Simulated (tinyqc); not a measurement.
Fermi-Dirac statistics of conduction electrons, step by step. Values are carried at full precision from step to step, so a last printed digit may differ when a step is redone from the rounded ones.

Constants: hbar^2/2m0 = 3.80998211 eV angstrom^2; kB = 8.617333262e-05 eV/K; e^2/(4 pi eps0) = 14.39964547 eV angstrom.

Values chosen for the exercise (near those of Ge, lowest valleys alone; not measured data):
```
symbol  value    unit    meaning
m       0.556    m0      density-of-states mass of the conduction band
T       300      K
n       1.4e+19  1/cm^3  electron density
eps     16.1             static dielectric constant
alpha   0.69     1/eV    non-parabolicity
```

## Reduced density

N = 2 (m kB T/(4 pi c))^(3/2) with c = hbar^2/2m0, in 1/angstrom^3; times 1e24 for 1/cm^3; u = n/Nc.

kT = 0.025852 eV
Nc = 1.0404e+19 1/cm^3
u = n/Nc = 1.34569

## Reduced Fermi level by five rules

F_j(eta) = (1/Gamma(j + 1)) integral_0^infinity x^j dx/(1 + exp(x - eta)), which tends to exp(eta) for eta << 0.

With u = n/Nc: Boltzmann eta = ln u; Joyce-Dixon eta = ln u + u/sqrt(8) - 4.95009e-3 u^2 + 1.48386e-4 u^3 - 4.42563e-6 u^4; Nilsson eta = ln u/(1 - u^2) + v/(1 + (0.24 + 1.08 v)^-2) with v = (3 sqrt(pi) u/4)^(2/3); fully degenerate limit eta = v; exact: F_1/2(eta) = u.

Find eta = (EF - Ec)/kT by each rule.

eta: Boltzmann 0.297, Joyce-Dixon 0.764, Nilsson 0.769, degenerate 1.474, exact 0.764

Against the exact value the errors are Boltzmann -0.467, Joyce-Dixon 0.000, Nilsson +0.005, degenerate limit +0.710 (in kT).

## Exact eta by Newton steps

Solve ln F_1/2(eta) = ln u from the Boltzmann value; dF_1/2/d eta = F_-1/2, so the step is -ln(F_1/2/u) F_1/2/F_-1/2. Stop below 1e-9.

Newton steps:
```
step       eta     F_1/2    F_-1/2  step taken
1     0.296904  0.961985  0.722573       0.447
2     0.743780   1.32707  0.913493      0.0202
3     0.764017   1.34565  0.922396    4.26e-05
4     0.764060   1.34569  0.922415    1.89e-10
```

Converged in 4 steps.

## Mean energy, Einstein relation and screening

eta = 0.76406

Mean kinetic energy <E> = (3/2) kT F_3/2/F_1/2; D/mu = (kT/e) F_1/2/F_-1/2; dn/dEF = (Nc/kT) F_-1/2; screening length L = (4 pi (e^2/(4 pi eps0)) (dn/dEF)/eps)^(-1/2), with dn/dEF in 1/(angstrom^3 eV) (1/cm^3 = 1e-24/angstrom^3).

F_-1/2, F_1/2, F_3/2: 0.9224  1.346  1.658

<E> = 47.78 meV
D/mu = 37.71 mV
dn/dEF = 3.712e+20 1/(cm^3 eV)
L = 15.48 angstrom

EF lies within 2 kT of the edge. D/mu is 1.459 times kT/e and <E> is 1.232 times (3/2) kT; the Debye formula, with n/kT in place of dn/dEF, would give L = 12.82 angstrom.

## Fermi level in the non-parabolic band

Non-parabolic band E (1 + alpha E) = c k^2/m: n = Nc (2/sqrt(pi)) integral_0^infinity sqrt(x (1 + a x)) (1 + 2 a x) dx/(1 + exp(x - eta)) with a = alpha kT and eta = (EF - Ec)/kT; a = 0 gives n = Nc F_1/2(eta).

Solve for eta at the same n.

a = 0.01784
eta = 0.650
EF - Ec = 16.79 meV

The extra states lower EF by 2.96 meV against the parabolic band.

## Checks

- Non-parabolic integral at a = 0 against F_1/2(2): both 2.823721.
- F_1/2(40) against the Sommerfeld form (4/(3 sqrt(pi))) eta^(3/2) (1 + pi^2/(8 eta^2)): both 190.45.

Computed by tinyqc, a small Python program: `OMP_NUM_THREADS=1 python tinyqc.py 1652176 1652177 out.jsonl` (the numbers bound the seed that draws the inputs); one thread of a shared host (Intel(R) Xeon(R) Processor @ 2.30GHz), about 0.01 s for the whole set of steps.
